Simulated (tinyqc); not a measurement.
# Two-mode optical phonons of a ternary alloy from two coupled oscillators, step by step

A worked calculation. Computed by tinyqc, a small Python program that keeps every step. Command: `OMP_NUM_THREADS=1 python tinyqc.py 3020483 3020484 out.jsonl twomode walk`. One thread of a shared host (Intel(R) Xeon(R) Processor @ 2.30GHz), about 0.01 s of CPU time with the checks. Intermediate numbers are printed to about 5 digits and carried at full precision; extremes and crossings named in words are read from the listed rows.

An alloy A(x)B(1-x)C has an A-C and a B-C bond oscillator. Each TO frequency moves linearly from the impurity mode (dilute end) to the TO of the pure crystal; each strength is proportional to the number of bonds.

Inputs (values chosen for the exercise, modelled on Al(x)Ga(1-x)As, with A-C the AlAs-like and B-C the GaAs-like bond):
```
quantity                  value  unit
omega_TO of pure AC       357.5  1/cm
omega_LO of pure AC       404.4  1/cm
omega_TO of pure BC       266.2  1/cm
omega_LO of pure BC       289.9  1/cm
eps_inf of AC              8.38     -
eps_inf of BC              10.6     -
impurity mode of A in BC  358.7  1/cm
impurity mode of B in AC  253.3  1/cm
fraction x of A            0.48     -
damping gamma               3.4  1/cm
electron mass m*          0.085   m_0
```

Constants: e^2/(4 pi eps_0) = 14.39964548 eV angstrom; hbar^2/(2 m_0) = 3.80998212 eV angstrom^2; 1 THz = 33.35640952 1/cm; h x 1 THz = 4.135667696 meV.

## The two oscillators

omega_1 = (impurity mode of A) + x (omega_TO,AC - impurity mode of A); omega_2 = (impurity mode of B) + (1 - x)(omega_TO,BC - impurity mode of B); eps_inf = x eps_AC + (1 - x) eps_BC; strengths W_1 = x eps_AC (omega_LO,AC^2 - omega_TO,AC^2), W_2 = (1 - x) eps_BC (omega_LO,BC^2 - omega_TO,BC^2).

omega_1 (A-C, TO) = 358.124 1/cm

omega_2 (B-C, TO) = 260.008 1/cm

eps_inf = 9.5344

W_1 = 1.4373e+05 1/cm^2

W_2 = 72646 1/cm^2

## LO modes, coupled by the field

eps(omega) = eps_inf + W_1/(omega_1^2 - omega^2) + W_2/(omega_2^2 - omega^2) = 0 is the eigenproblem of the matrix [[omega_1^2 + W_1/eps_inf, sqrt(W_1 W_2)/eps_inf], [sqrt(W_1 W_2)/eps_inf, omega_2^2 + W_2/eps_inf]] for omega_LO^2. Uncoupled values keep the diagonal alone. eps_s = eps_inf + W_1/omega_1^2 + W_2/omega_2^2.

matrix (1/cm^2):
```
            1           2
1  1.4333e+05  1.0717e+04
2  1.0717e+04  7.5223e+04
```

lower LO mode = 271.25 1/cm

upper LO mode = 380.76 1/cm

uncoupled values (1/cm): 274.27  378.59

eps_s = 11.730

The field pushes the upper mode up by 2.17 and the lower one down by 3.02 per cm; the lower LO stays between the two TO modes.

## Share of the polar coupling

The polar coupling of mode j is c_j = (u_j . sqrt(W))^2/(eps_inf^2 omega_j^2), u_j its eigenvector and omega_j here its LO frequency; the c_j add up to 1/eps_inf - 1/eps_s. Froehlich constant alpha_j = (e^2/(4 pi eps_0)) c_j k_j/(2 E_j), E_j = h c omega_j, k_j = sqrt(m* E_j/(hbar^2/(2 m_0))).

c_j, lower and upper mode: 0.0065199  0.013110

share of the upper mode = 0.66785

alpha_j, lower and upper mode: 0.038233  0.064886

The upper mode holds 67 % of the coupling, against 51 % of the ionic part of eps_s for the upper oscillator: the field moves strength to the higher mode.

## Reflectivity

With damping, each denominator is omega_j^2 - omega^2 - i gamma omega; R = |(sqrt(eps) - 1)/(sqrt(eps) + 1)|^2.

Spectrum:
```
omega (1/cm)    Re eps   Im eps         R
244             20.536  0.94139   0.40792
260             12.290   82.211   0.71790
266            -9.2617   6.1499   0.72564
271           0.012485   1.9610   0.19692
277             4.4457  0.86402   0.13233
337             17.684  0.79856   0.37948
358             16.904   117.48   0.75811
369            -9.2538   2.8320   0.84127
381            0.14681  0.66312   0.13287
388             2.2333  0.39419  0.042666
419             5.8261  0.10029   0.17155
```

## Modes across the composition range

The formulas are those given above.

Frequencies (1/cm):
```
x     TO, A-C  TO, B-C  lower LO  upper LO  coupling share of the upper LO   eps_s
0.02  358.676  265.942    289.02    359.69                         0.04556  12.538
0.10  358.580  264.910    285.64    363.55                         0.20375  12.403
0.20  358.460  263.620    281.64    368.20                         0.36147  12.230
0.35  358.280  261.685    275.96    374.97                         0.54399  11.966
0.50  358.100  259.750    270.54    381.64                         0.68483  11.693
0.65  357.920  257.815    265.28    388.33                         0.79851  11.412
0.80  357.740  255.880    260.11    395.11                         0.89350  11.123
0.90  357.620  254.590    256.70    399.71                         0.94914  10.925
0.98  357.524  253.558    253.98    403.45                         0.99017  10.764
```

The upper LO moves from 359.7 to 403.5 and the lower from 289.0 to 254.0 per cm. At each dilute end one LO-TO pair closes onto an impurity mode. The upper LO shifts by +0.45 per cm for each per cent of x near the middle, which is how Raman spectra measure composition. Its share of the polar coupling passes one half between x = 0.2 and 0.35.

Checks made by the program: generalised Lyddane-Sachs-Teller relation (relative difference below 1e-10); sum of the couplings (relative difference below 1e-10).
